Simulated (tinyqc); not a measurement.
# Changing the growth temperature T_g

Model: self-consistent Fermi level with native defects, at growth and after a quench. Computed by tinyqc, a small Python program. Command: `OMP_NUM_THREADS=1 python tinyqc.py 3026480 3026481 out.jsonl scfermi sweep`. One thread of a shared host (Intel(R) Xeon(R) Processor @ 2.30GHz), about 0.07 s of CPU time with the checks.

Energies are counted from the top of the valence band (VBM); when the gap shrinks with temperature the conduction band moves and the levels stay. The added dopant is taken as fully ionised. D and A draw on one reservoir with opposite signs, as the two vacancies of a compound do.

Inputs (values chosen for the exercise, with bands modelled on ZnSe):
```
quantity                                value   unit
gap E_g at 300 K                         2.72     eV
slope -dE_g/dT above 300 K            0.00065   eV/K
electron mass m_e                       0.147    m_0
valleys M_c                                 1      -
hole mass m_h                           0.731    m_0
E_f of the neutral native donor D       3.356     eV
E_f of the neutral native acceptor A    3.053     eV
shift s of the chemical potential       0.095     eV
site density N_s                      2.2e+22  cm^-3
dopant density N_X                    5.1e+18  cm^-3
temperature of use T                      200      K
```

Added shallow dopant: donor.

levels of D above the VBM, most positive state first (eV): 1.41  2.09

levels of A above the VBM, (0/-1) first (eV): 0.584  1.01

Constants: m_0 = 9.1093837015e-31 kg; k_B = 1.380649e-23 J/K; h = 6.62607015e-34 J s; k_B = 8.617333262e-05 eV/K.

Method:
- E_f(D, 0) = input + s and E_f(A, 0) = input - s; E_f(q, E_F = 0) follows from the levels, eps(q/q-1) = E_f(q - 1) - E_f(q) at E_F = 0.
- E_g(T) = E_g - slope x max(0, T - 300 K).
- N_c = 2 M_c (2 pi m_e k_B T/h^2)^(3/2) and N_v = 2 (2 pi m_h k_B T/h^2)^(3/2), masses in units of m_0.
- At growth T = T_g.
- n = N_c F_1/2((E_F - E_g)/k_B T), p = N_v F_1/2(-E_F/k_B T).
- F_1/2(eta) = (2/sqrt(pi)) int_0^infinity sqrt(x)/(1 + exp(x - eta)) dx, by the trapezoid rule in t = sqrt(x) with step 0.02 up to t = 12 (for eta < -12 by exp(eta) - exp(2 eta)/2^(3/2)).
- In equilibrium c_q = N_s exp(-(E_f(q, 0) + q E_F)/k_B T).
- Net charge = p - n + sum q c_q + N_X; the log ratio is ln(positive charge/negative charge).
- E_F is the root of the log ratio, by 50 bisections between -0.5 eV and E_g + 0.5 eV.
- After a quench the totals of D and A stay as grown, and each is shared among its charge states with weights exp(-(E_f(q, 0) + q E_F)/k_B T).

One run for each value; columns: (1) growth temperature T_g (K); (2) total D (cm^-3); (3) total A (cm^-3); (4) E_F at growth (eV); (5) E_F after the quench (eV); (6) n after the quench (cm^-3); (7) p after the quench (cm^-3):
```
(1)          (2)         (3)     (4)     (5)         (6)         (7)
810   5.5492e+01  2.5433e+18  1.9596  2.6504  1.3449e+16  1.3976e-48
1000  1.0595e+06  2.4982e+18  1.8846  2.6863  1.0367e+17  1.7397e-49
1200  1.2329e+09  2.3263e+18  1.8027  2.7142  4.4739e+17  3.4477e-50
1300  1.9350e+10  2.1623e+18  1.7591  2.7262  7.7535e+17  1.7168e-50
1400  2.1330e+11  1.9399e+18  1.7127  2.7374  1.2201e+18  8.9566e-51
1500  1.8008e+12  1.6680e+18  1.6624  2.7478  1.7639e+18  4.8867e-51
1600  1.2470e+13  1.3681e+18  1.6074  2.7573  2.3639e+18  2.8197e-51
```

Give the missing row, growth temperature T_g (K) = 930.

Computed row; columns: (1) growth temperature T_g (K); (2) total D (cm^-3); (3) total A (cm^-3); (4) E_F at growth (eV); (5) E_F after the quench (eV); (6) n after the quench (cm^-3); (7) p after the quench (cm^-3):
```
(1)         (2)         (3)     (4)     (5)         (6)         (7)
930  4.4569e+04  2.5232e+18  1.9124  2.6745  5.3588e+16  3.4435e-49
```

Interpolating between the two neighbouring rows (linearly) misses most in total D (cm^-3), by a factor of 15. Over the rows, total D (cm^-3) rises from 55.5 to 1.25e13 (exponent d ln y / d ln x 48 between the first rows and 30 between the last); total A (cm^-3) falls from 2.54e18 to 1.37e18 (exponent d ln y / d ln x -0.057 between the first rows and -3.1 between the last); E_F at growth (eV) falls from 1.96 to 1.61 (exponent d ln y / d ln x -0.18 between the first rows and -0.52 between the last). Lines through ln c against 1/(k_B T_g) give apparent energies of 3.68 eV for D and -0.08 eV for A; they include the movement of E_F with T_g.

Caution (all rows): in a wide-gap host the dopant, above all an acceptor, may be only partly ionised at the temperature of use; the carrier density is then overstated.
